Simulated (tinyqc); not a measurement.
# MOSFET in the linear regime without short-channel effects, parameter extraction from computed curves: extraction methods against the temperature

Inversion charge Q = Cox n Vt W0(exp((Vg - VT)/(n Vt))), W0 the Lambert function and n = nf; u = Q/Cox; mobility mu = mu0/(1 + th1 u + th2 u^2); channel resistance Rch = (L - dL)/(W mu Q); Id = Vd/(Rch + Rsd/W). Cox = eps0 eox/tox. Small Vd, no channel-length or drain effects.

From the continuous curve Id(Vg): tangent at peak gm (V_ext = Vg - Id/gm); constant current Id = 0.1 uA W/L; peak of d2Id/dVg2; Y = Id/sqrt(gm) drawn through Vg = VT + 0.6 and VT + 0.8 V, with intercept VT_Y and slope s. Mobilities gm,max L/(W Cox Vd) and s^2 L/(W Cox Vd) with the drawn L. Last column: share of Rsd/W in the total resistance at VT + 0.8 V.

Inputs (values chosen for the exercise); channel values of the order met in silicon transistors: relative permittivity of the gate insulator (close to silicon dioxide) eox = 3.9; insulator thickness tox = 1.2 nm; low-field mobility mu0 = 130 cm^2/(V s); first mobility attenuation factor th1 = 0.23 1/V; second mobility attenuation factor th2 = 0 1/V^2; threshold voltage VT = 0.41 V; body factor nf = 1.43; gate width W = 0.5 um; drawn gate length L = 0.068 um; drawn less effective length dL = 0.004 um; source plus drain resistance Rsd = 310 ohm um; drain voltage Vd = 0.05 V.

Constants: q = 1.602176634e-19 C, kB = 1.380649e-23 J/K, Vt = kB T/q, eps0 = 8.8541878128e-14 F/cm where lengths are in cm. Results are converted to the units shown.

Result of one run:
```
V_ext (V),constant current (V),second derivative (V),VT_Y (V),mobility from gm (cm^2/(V s)),mobility from Y (cm^2/(V s)),series share (%)
0.395,0.370,0.397,0.453,76.3,127,52.6
```

Which temperature T gave this result: 77, 110, 220 or 370 K?

T = 220 K.

The whole series:
```
T (K),V_ext (V),constant current (V),second derivative (V),VT_Y (V),mobility from gm (cm^2/(V s)),mobility from Y (cm^2/(V s)),series share (%)
77,0.410,0.409,0.407,0.436,95.7,134,53.9
110,0.408,0.402,0.405,0.442,89.6,132,53.6
150,0.404,0.391,0.403,0.447,83.8,130,53.2
220,0.395,0.370,0.397,0.453,76.3,127,52.6
300,0.383,0.342,0.389,0.456,69.9,122,52.0
370,0.371,0.315,0.382,0.456,65.5,119,51.5
450,0.356,0.283,0.371,0.454,61.3,115,51.0
```

The model has VT = 0.41 V and mu0 = 130 cm^2/(V s). Over the table the extracted thresholds move by 55 mV (tangent), 130 mV (constant current), 35 mV (second derivative), 20 mV (Y function). The mobility from gm falls from 95.7 to 61.3 and that from Y falls from 134 to 115 cm^2/(V s).

Numbers from tinyqc (`OMP_NUM_THREADS=1 python tinyqc.py 2210059 2210060 out.jsonl`; about 0.01 s on one thread of a shared Intel Xeon 2.30GHz).
